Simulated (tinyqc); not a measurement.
Resistance of a tapered via with liner, size effect and interface: two steps of the calculation.

A round via whose diameter grows from db at the bottom as D(z) = db + 2 z/tan(ang). The fill, of diameter D - 2 tl, starts above the bottom liner (thickness fb tl) and has rho = rho0 (1 + ks lam/(D - 2 tl)); the sidewall liner conducts in parallel with it. The bottom liner and the interface are crossed over the full area pi db^2/4. Spreading in the lines above and below is left out.

Inputs (values chosen for the exercise); fill metal close to ruthenium:
```
symbol    value      unit                                               meaning
db           14        nm                                diameter at the bottom
hv           48        nm                                                height
ang          86   degrees                                        sidewall angle
rho0       7.84   uohm cm                          bulk resistivity of the fill
lam        6.64        nm                            mean free path of the fill
ks          0.7                                              size-effect factor
tl            0        nm                                 liner on the sidewall
fb          0.7                   liner at the bottom over that on the sidewall
rl          160   uohm cm                              resistivity of the liner
ri      2.2e-12  ohm cm^2                   interface resistivity at the bottom
Sb       1.5e15     S/m^2  ballistic conductance per area, about 3/(4 rho0 lam)
```

Question 1. Slices of the via. Slices between z0 = fb tl and hv, evaluated at their midpoints: conductance per length pi/4 [(D - 2 tl)^2/rho + (D^2 - (D - 2 tl)^2)/rl], slice resistance = slice height over that. 10 slices.

Give: z; D; rho; slice resistance.

Answer 1.

| slice | z (nm) | D (nm) | rho (uohm cm) | slice resistance (ohm) |
|---|---|---|---|---|
| 0 | 2.4000 | 14.336 | 10.382 | 3.0874 |
| 1 | 7.2000 | 15.007 | 10.268 | 2.7865 |
| 2 | 12.000 | 15.678 | 10.164 | 2.5272 |
| 3 | 16.800 | 16.350 | 10.069 | 2.3021 |
| 4 | 21.600 | 17.021 | 9.9809 | 2.1055 |
| 5 | 26.400 | 17.692 | 9.8997 | 1.9329 |
| 6 | 31.200 | 18.363 | 9.8244 | 1.7805 |
| 7 | 36.000 | 19.035 | 9.7544 | 1.6454 |
| 8 | 40.800 | 19.706 | 9.6892 | 1.5249 |
| 9 | 45.600 | 20.377 | 9.6283 | 1.4171 |

Question 2. Total resistance. R_fill = sum of the slices; R_bottom = rl fb tl/(pi db^2/4); R_interface = ri/(pi db^2/4); ballistic (Sharvin) limit 1/(Sb pi (db - 2 tl)^2/4); ideal cylinder rho0 hv/(pi db^2/4).

| slice | slice resistance (ohm) |
|---|---|
| 0 | 3.0874153 |
| 1 | 2.7865209 |
| 2 | 2.5271576 |
| 3 | 2.3020734 |
| 4 | 2.1055241 |
| 5 | 1.9329136 |
| 6 | 1.7805307 |
| 7 | 1.6453527 |
| 8 | 1.5248985 |
| 9 | 1.4171167 |

Wanted: parts; R; shares; ballistic limit; ideal cylinder.

Answer 2.

parts (ohm): fill 21.11, bottom liner 0, interface 1.429
R = 22.54 ohm
shares (%): fill 93.66, bottom liner 0.00, interface 6.34
ballistic limit = 4.331 ohm
ideal cylinder = 24.45 ohm

The fill is the largest part, and R is 0.922 times the ideal cylinder. With 2000 slices R = 22.549 ohm.

Program tinyqc, `OMP_NUM_THREADS=1 python tinyqc.py 2750090 2750091 out.jsonl`; Intel Xeon 2.30GHz, shared host, one thread, about 0.01 s.
